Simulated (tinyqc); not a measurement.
Regular and subregular solution with a miscibility gap. Changing the asymmetry L1. Computed by tinyqc, a small Python program. Command: `OMP_NUM_THREADS=1 python tinyqc.py 3025894 3025895 out.jsonl regsol sweep`. One thread of a shared host (Intel(R) Xeon(R) Processor @ 2.30GHz), about 0.01 s of CPU time with the checks.

Per mole of mixing sites: G(x) = x (1 - x) [L0 + L1 (1 - 2x)] + R T [x ln x + (1 - x) ln(1 - x)], x the fraction of B.

Inputs (values chosen for the exercise, for a model alloy):

| quantity | value | unit |
|---|---|---|
| interaction L0 | 34 | kJ/mol |
| size misfit eta = d ln a/dx | 0.026 | - |
| temperature T | 1731 | K |
| start value s0 | 0.01 | - |

Source of L0: given.

Constants: R = 8.314462618 J/(mol K).

Method:
- L0 and eta are given.
- The spinodal is G'' = 0, R T_s(x) = x (1 - x) [2 L0 + 6 L1 (1 - 2x)]; the critical point is its maximum.
- G' = L0 (1 - 2x) + L1 (1 - 6x + 6x^2) + R T ln[x/(1 - x)]; G'' = -2 L0 - 6 L1 (1 - 2x) + R T/[x (1 - x)].
- Common tangent: F1 = G'(x1) - G'(x2) = 0 and F2 = [G - x G'](x1) - [G - x G'](x2) = 0. Newton step: J = [[G''(x1), -G''(x2)], [-x1 G''(x1), x2 G''(x2)]], J dx = -F; a step that would leave 0 < x < 1 is halved until it stays inside. The start is x1 = s0, x2 = 1 - s0.
- Stop when the step is below 1e-12, or when x1 and x2 meet within 1e-5; residuals under 1e-7 are shown as 0.

One run for each value:

| asymmetry L1 (kJ/mol) | critical composition x_c | critical temperature T_c (K) | solubility limit x1 | solubility limit x2 |
|---|---|---|---|---|
| -4.10 | 0.5830 | 2108 | 0.2285 | 0.8769 |
| -2.40 | 0.5513 | 2067 | 0.2125 | 0.8530 |
| -0.77 | 0.5169 | 2047 | 0.1928 | 0.8289 |
| 0.89 | 0.4805 | 2048 | 0.1693 | 0.8056 |
| 2.50 | 0.4467 | 2069 | 0.1456 | 0.7864 |
| 4.20 | 0.4153 | 2111 | 0.1217 | 0.7707 |
| 5.90 | 0.3891 | 2169 | 0.1008 | 0.7596 |
| 7.50 | 0.3688 | 2234 | 0.0841 | 0.7523 |
| 9.20 | 0.3511 | 2314 | 0.0695 | 0.7472 |

Over the rows, critical composition x_c falls from 0.583 to 0.351; critical temperature T_c (K) goes from 2110 through a minimum among these rows, 2050 at -0.770, to 2310; solubility limit x1 falls from 0.228 to 0.0695. B in A costs L0 + L1 and A in B costs L0 - L1 at infinite dilution, so raising L1 lowers x1 and lets more A into B.

Caution (all rows): a real alloy may melt or decompose below this critical temperature.

Extremes, crossings and ranges named in words are read from the listed rows.
